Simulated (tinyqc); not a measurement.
Changing the temperature T: square-lattice Ising model by mean field, Bethe lattice, transfer matrix, exact enumeration and Monte Carlo steps. Computed by tinyqc, a small Python program. Command: `OMP_NUM_THREADS=1 python tinyqc.py 3020945 3020946 out.jsonl ising sweep`. One thread of a shared host (Intel(R) Xeon(R) Processor @ 2.30GHz), about 0.01 s of CPU time with the checks.

H = -J sum over nearest pairs s_i s_j, s = +-1, no field, periodic boundaries; energies per site are in J. As a lattice gas or an alloy, s marks which species holds the site.

Inputs (values chosen for the exercise, for a model lattice): coupling J = 6.48 meV.

Enumerated cell: 3 x 4.

States of the 3 x 4 cell:
```
E (J)  |M|  count
-24     12      2
-16     10     24
-12      0      4
-12      6      8
-12      8     48
-8       2     48
-8       4     78
-8       6    120
-8       8     84
-4       0    168
-4       2    264
-4       4    264
-4       6    216
0        0    254
0        2    552
0        4    444
0        6     96
4        0    348
4        2    552
4        4    168
8        0    120
8        2    120
8        4     36
12       0     24
12       2     48
16       0      6
```

Constants: k_B = 8.617333262e-05 eV/K.

Method:
- K = J/(k_B T). Onsager: k_B T_c/J = 2/ln(1 + sqrt 2); mean field: 4; Bethe lattice with z = 4: 2/ln 2.
- K = J/(k_B T). Mean field: m = tanh(4 K m), u = -2 m^2. Bethe: cavity field h = 3 artanh(tanh K tanh h), m = tanh(4h/3), u = -2 (tanh K + tanh^2 h)/(1 + tanh K tanh^2 h). Exact: m = [1 - sinh(2K)^(-4)]^(1/8) below T_c; u = -coth(2K) [1 + (2/pi)(2 tanh^2(2K) - 1) K1(k)], k = 2 sinh(2K)/cosh^2(2K), K1 the complete elliptic integral of the first kind. The largest root is taken.
- Weights count x exp(-K E); N = 12; u = <E>/N, c = K^2 (<E^2> - <E>^2)/N in k_B, Binder U = 1 - <M^4>/(3 <M^2>^2).

One run for each value:
```
temperature T (K)  heat capacity c, cell  Binder cumulant U  <|m|>, cell  m, exact  u, cell  u, exact
105                              0.15122            0.66442      0.99055   0.99154  -1.9672   -1.9686
120                              0.27287            0.66075      0.97723   0.97996  -1.9255   -1.9293
135                              0.42310            0.65349      0.95349   0.95758  -1.8563   -1.8614
150                              0.57182            0.64115      0.91714   0.91303  -1.7568   -1.7493
165                              0.68081            0.62274      0.86890   0.79220  -1.6309   -1.5545
180                              0.72611            0.59827      0.81261   0.00000  -1.4895   -1.2111
195                              0.70982            0.56874      0.75362   0.00000  -1.3453   -1.0331
210                              0.65191            0.53583      0.69665   0.00000  -1.2090   -0.9119
226                              0.56975            0.49908      0.64144   0.00000  -1.0789   -0.8151
241                              0.49070            0.46479      0.59617   0.00000  -0.9732   -0.7436
```

Over the rows, heat capacity c, cell goes from 0.151 through a maximum among these rows, 0.726 at 180, to 0.491; Binder cumulant U falls from 0.664 to 0.465 (exponent d ln y / d ln x -0.041 between the first rows and -1.1 between the last); <|m|>, cell falls from 0.991 to 0.596 (exponent d ln y / d ln x -0.10 between the first rows and -1.1 between the last). The heat capacity of the cell peaks among these rows at k_B T/J = 2.39, against the exact 2.269 where the infinite lattice diverges logarithmically.

Extremes, crossings and ranges named in words are read from the listed rows.
